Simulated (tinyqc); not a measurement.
# Elastic trap-assisted tunnelling through a dielectric: effect of the thickness at fixed voltage

Emitter at x = 0 (Fermi level 0), collector at x = t (Fermi level -V), band edge U(x) = phi - F x, F = V/t. A trap at x has the energy E = U(x) - Et. With G(u) = (4/(3 F)) sqrt(mo/C) max(u, 0)^1.5, C = hbar^2/(2 m0): S1 = G(phi - E) - G(Et), S2 = G(Et) - G(phi - V - E), T1,2 = exp(-S1,2). The steady rate through one trap is nu T1 T2 (f1 - f2)/(T1 + T2), f1 = f(E), f2 = f(E + V), f(y) = 1/(1 + exp(y/Vt)); both contacts offer states at E.

J = q Nt times the integral of the rate over x. Direct S = (4/(3 F)) sqrt(mo/C) [phi^1.5 - max(phi - V, 0)^1.5].

Inputs (values chosen for the exercise); dielectric values close to those of hafnium oxide: temperature T = 300 K; barrier above the emitter Fermi level phi = 1.47 eV; tunnelling mass mo = 0.2 m0; trap depth below the band edge of the dielectric Et = 1.08 eV; trap density Nt = 4.7e17 cm^-3; attempt frequency nu = 1e14 1/s; voltage V = 1.76 V.

Constants: q = 1.602176634e-19 C, kB = 1.380649e-23 J/K, hbar = 1.054571817e-34 J s, m0 = 9.1093837015e-31 kg, Vt = kB T/q, hbar^2/(2 m0) = 0.0380998212 eV nm^2. Results are converted to the units shown.

Result of one run:
```
t (nm)  J (A/cm^2)  x of the peak over t  larger S there  direct S
8.1          0.119                 0.282            15.8      25.1
```

What becomes of these results when the thickness t is changed from 8.1 to 2.5 nm, all else the same?

Result of the changed run:
```
t (nm)  J (A/cm^2)  x of the peak over t  larger S there  direct S
2.5         2.10e3                 0.267            4.87      7.73
```

The whole series:
```
t (nm)  J (A/cm^2)  x of the peak over t  larger S there  direct S
2.5         2.10e3                 0.267            4.87      7.73
3.4            480                 0.269            6.62      10.5
4.4           87.4                 0.271            8.57      13.6
5.3           18.2                 0.274            10.3      16.4
6.2           3.68                 0.276            12.1      19.2
7.1          0.729                 0.279            13.8      22.0
8.1          0.119                 0.282            15.8      25.1
9           0.0228                 0.285            17.5      27.8
```

J falls from 2100 to 0.0228 A/cm^2, on average 0.764 decades a nanometre, against 1.34 for the direct exponent: trap-assisted leakage falls more slowly, so it gains on direct tunnelling as the layer thickens.

Range of the model: Phonon-assisted (inelastic) capture, chains of traps and a spread of trap depths are left out.

Computed by the program tinyqc: `OMP_NUM_THREADS=1 python tinyqc.py 2370110 2370111 out.jsonl`, one thread of a shared Intel Xeon 2.30GHz, about 0.04 s for the whole run.
